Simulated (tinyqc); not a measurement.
Schottky diode by the thermionic emission-diffusion theory: effect of the mobility.

Metal on an n-type semiconductor with one parabolic valley; V > 0 is forward bias (metal positive). The band bends as a parabola over the depletion layer, by Vd = Vbi - V; no image force. Carriers drift and diffuse up to the interface and leave it with the velocity vR.

A* = 4 pi q me m0 kB^2/h^3 (times 1e-4 for A/(cm^2 K^2)); Nc = 2 (2 pi me m0 kB T/h^2)^1.5 (times 1e-6 for cm^-3); Vbi = phi - Vt ln(Nc/Nd); vR = A* T^2/(q Nc). LD = sqrt(eps0 eps_r Vt/(q Nd)), a = sqrt((Vbi - V)/Vt), D(a) = exp(-a^2) int_0^a exp(s^2) ds (Dawson), vD = mun Vt/(sqrt(2) LD D(a)). J = q Nc [vR vD/(vR + vD)] exp(-phi/Vt) [exp(V/Vt) - 1].

Inputs (values chosen for the exercise); band and dielectric values close to those of In0.53Ga0.47As:
- T = 200 K (temperature)
- me = 0.0416 m0 (electron mass)
- eps_r = 13.9 (relative permittivity)
- phi = 0.45 eV (barrier height seen from the metal)
- Nd = 1.6e15 cm^-3 (donor density)
- V = 0.11 V (bias)

Constants: q = 1.602176634e-19 C, kB = 1.380649e-23 J/K, h = 6.62607015e-34 J s, m0 = 9.1093837015e-31 kg, Vt = kB T/q, eps0 = 8.8541878128e-14 F/cm where lengths are in cm. Results are converted to the units shown.

The same in every row: vR (cm/s) = 1.077e7.

Effect of the mobility:
```
mun (cm^2/(V s))	vD (cm/s)	vD/(vR + vD)	J (A/cm^2)
1.2	1.220e4	0.001131	6.111e-7
4.4	4.472e4	0.004135	2.234e-6
16	1.626e5	0.01487	8.036e-6
57	5.793e5	0.05104	2.758e-5
210	2.134e6	0.1654	8.936e-5
750	7.622e6	0.4144	2.239e-4
2700	2.744e7	0.7181	3.880e-4
9800	9.959e7	0.9024	4.875e-4
```

Read the table: what changes, and by how much?

J rises from 6.11e-7 to 4.88e-4 A/cm^2, as mun^(1.00) between the first two rows and mun^(0.18) between the last two. vD equals vR at mun = 1060 cm^2/(V s): below that diffusion limits the current, above it emission. In 1 of the 8 rows vD exceeds 3e7 cm/s, beyond usual saturation velocities, since the low-field mobility is used at the surface field.

Numbers from tinyqc (`OMP_NUM_THREADS=1 python tinyqc.py 2640090 2640091 out.jsonl`; about 0.01 s on one thread of a shared Intel Xeon 2.30GHz).
